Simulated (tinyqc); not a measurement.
Thin-film transistor with exponential tail and deep states, accumulation layer: two steps of the calculation.

An undoped film in accumulation, thicker than the space-charge layer. With band bending psi the Fermi level lies E0 - psi below the band edge. Free electrons n = n0 exp(psi/Vt) carry the current; electrons in two exponential distributions of traps, a = a0 exp(psi/Va) and d = d0 exp(psi/Vp), do not. Linear regime, ohmic contacts, traps in equilibrium.

Parameters, values chosen for the exercise; values close to those of an organic semiconductor:
```
symbol  value        unit                                        meaning
T         300           K                                    temperature
eps_r     3.2                 relative permittivity of the semiconductor
mb        2.9  cm^2/(V s)                                  band mobility
Tt        400           K         characteristic temperature of the tail
Td        930           K  characteristic temperature of the deep states
Ci         17     nF/cm^2                               gate capacitance
WL         20                                                  ratio W/L
Vd       0.05           V                                  drain voltage
Vg         20           V                   gate voltage above flat band
```

Constants: q = 1.602176634e-19 C, kB = 1.380649e-23 J/K, Vt = kB T/q, eps0 = 8.8541878128e-14 F/cm where lengths are in cm. Results are converted to the units shown.

Task 1. Surface potential by Newton steps. Va = kB Tt/q, Vp = kB Td/q. G(psi) = sum over the three kinds of c0 [V (exp(psi/V) - 1) - psi], field F = sqrt(2 q G/(eps0 eps_r)); Vg = psi + eps0 eps_r F/Ci at the surface. f = psi + eps0 eps_r F/Ci - Vg, f' = 1 + q rho/(Ci F) with rho = sum c0 (exp(psi/V) - 1); psi(new) = psi - f/f'.

psi after iteration 1 = 1.1737662 V
n0 = 2.0460308e10 cm^-3
a0 = 1.6228334e13 cm^-3
d0 = 3.6005423e14 cm^-3

Find: F; f; f'; psi after iteration 2.

Result 1.

F = 1.780e8 kV/cm
f = 2.966e6 V
f' = 5.719e7
psi after iteration 2 = 1.122 V

The value that enters this step is an overshoot, farther from the solution than the start was, so its intermediate quantities are not physical.

Task 2. Free and total charge, current. Total charge Q = Ci (Vg - psi_s); free charge Qf = q times the integral of n0 (exp(psi/Vt) - 1)/F over psi from 0 to psi_s; I = (W/L) mb Qf Vd; effective mobility mb Qf/Q.

psi_s = 0.498586356 V
n0 = 2.04603083e10 cm^-3
a0 = 1.62283341e13 cm^-3
d0 = 3.60054231e14 cm^-3

Find: surface densities; Q; Qf; effective mobility; I.

Result 2.

surface densities (cm^-3): free 4.8618e18, tail 3.1059e19, deep 1.8124e17
Q = 331.52 nC/cm^2
Qf = 27.671 nC/cm^2
effective mobility = 0.24205 cm^2/(V s)
I = 80.245 nA

Computed by the program tinyqc: `OMP_NUM_THREADS=1 python tinyqc.py 2610071 2610072 out.jsonl`, one thread of a shared Intel Xeon 2.30GHz, about 0.01 s for the whole run.
